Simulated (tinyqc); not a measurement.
Inside a calculation. Method: power iteration on a symmetric matrix. Computed by tinyqc, a small Python program that keeps every step. Settings: method = power, shift = 0.41. Command: `OMP_NUM_THREADS=1 python tinyqc.py 30667 30668 out.jsonl` (the two numbers bound the seeds that draw the settings). One thread of a shared host (Intel(R) Xeon(R) Processor @ 2.60GHz), about 0.01 s of CPU time with the checks.

A, lower triangle:
```
,1,2,3
1,0.26900
2,0.09200,2.67800
3,0.12800,-0.03100,3.36600
```

Stop when the residual |A v - lambda v| is below 1e-9.

Steps:
```
step,lambda,residual
1,3.0882985,3.54e-01
2,3.1745292,3.13e-01
3,3.2406045,2.72e-01
4,3.2883558,2.26e-01
5,3.3204047,1.82e-01
6,3.3408585,1.44e-01
7,3.3534957,1.13e-01
8,3.3611477,8.73e-02
9,3.3657247,6.74e-02
10,3.3684423,5.18e-02
11,3.3700488,3.98e-02
12,3.3709961,3.06e-02
13,3.3715538,2.34e-02
14,3.3718819,1.80e-02
15,3.3720748,1.38e-02
16,3.3721881,1.06e-02
17,3.3722547,8.10e-03
18,3.3722939,6.21e-03
19,3.3723169,4.76e-03
20,3.3723304,3.65e-03
21,3.3723383,2.80e-03
22,3.3723430,2.14e-03
23,3.3723457,1.64e-03
24,3.3723473,1.26e-03
25,3.3723483,9.65e-04
26,3.3723488,7.40e-04
27,3.3723491,5.67e-04
28,3.3723493,4.34e-04
29,3.3723494,3.33e-04
30,3.3723495,2.55e-04
```

Can the last value be used, and what does the course show?

Not by the stop rule, although the second column moves by less than 1e-06 over the last three steps. Not converged in 30 steps: the residual falls only by the ratio of the two largest distances of eigenvalues from the shift, 0.77 a step. all eigenvalues, for comparison: 0.26013  2.68052  3.37235.
